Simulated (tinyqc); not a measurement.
IGBT as a p-i-n diode in series with a MOS channel, on-state and switching loss: effect of the switching frequency.

High injection (n = p) in a drift layer from x = -W/2 (anode) to +W/2 (cathode side), recombination only in the layer with lifetime tau, ideal emitters. The channel feeds the cathode side and carries the whole current. Auger recombination, carrier-carrier scattering, emitter losses and the carrier dip under the p body are left out.

b = mn/mp, B = (b - 1)/(b + 1), La = sqrt(2 Vt mn mp tau/(mn + mp)), y = W/(2 La). n(x) = (tau J/(2 q La))[cosh(x/La)/sinh y - B sinh(x/La)/cosh y]. Vm = Vt [(8 b/(b + 1)^2)(sinh y/s) arctan(s sinh y) + B ln((1 + B tanh^2 y)/(1 - B tanh^2 y))], s = sqrt(1 - B^2 tanh^2 y); Vj = Vt ln(n(-W/2) n(W/2)/ni^2), ni = sqrt(Nc Nv) exp(-Eg/(2 Vt)), Eg in volts; Vc = J Rch; Von = Vm + Vj + Vc. Stored charge tau J, turn-off energy Eoff = ks tau J Vdc, loss at half duty 0.5 J Von + f Eoff. A unipolar device on the same layer has Vu = J (W/(q mn Nd) + Rch).

Parameters, values chosen for the exercise; material values close to those of silicon:
```
symbol    value        unit                                             meaning
T           300           K                                         temperature
Eg         1.13          eV                                            band gap
Nc      2.82e19       cm^-3              conduction-band density of states at T
Nv      2.67e19       cm^-3                 valence-band density of states at T
mn         1400  cm^2/(V s)                                   electron mobility
mp          480  cm^2/(V s)                                       hole mobility
W           350          um                            width of the drift layer
Nd       1.8e13       cm^-3                           doping of the drift layer
tau          14          us                             high-injection lifetime
J           100      A/cm^2                                     current density
Rch         3.8   mohm cm^2                 channel and accumulation resistance
Vdc        1800           V                                        link voltage
ks         0.04              turn-off energy per stored charge and link voltage
```

Constants: q = 1.602176634e-19 C, kB = 1.380649e-23 J/K, Vt = kB T/q. Results are converted to the units shown.

The same in every row: y = 1.088; Von (V) = 1.338; Vu (V) = 867.3; Eoff (mJ/cm^2) = 100.8.

Result of one run:
```
total loss (W/cm^2)
1377
```

Which switching frequency f gave this result: 0.3, 2.9, 13, 28 or 60 kHz?

f = 13 kHz.

The whole series:
```
f (kHz),total loss (W/cm^2)
0.3,97.15
0.64,131.4
1.4,208.0
2.9,359.2
6.2,691.9
13,1377
28,2889
60,6115
```

As f goes from 0.3 to 60 kHz, Von stays at 1.34 V, Eoff stays at 101 mJ/cm^2 and the total loss rises from 97.1 to 6110 W/cm^2. Von is below Vu in 8 of the 8 rows. In every row the density at the anode passes 2e17 cm^-3, where Auger recombination and emitter losses matter.

Computed by the program tinyqc: `OMP_NUM_THREADS=1 python tinyqc.py 2590041 2590042 out.jsonl`, one thread of a shared Intel Xeon 2.30GHz, about 0.01 s for the whole run.
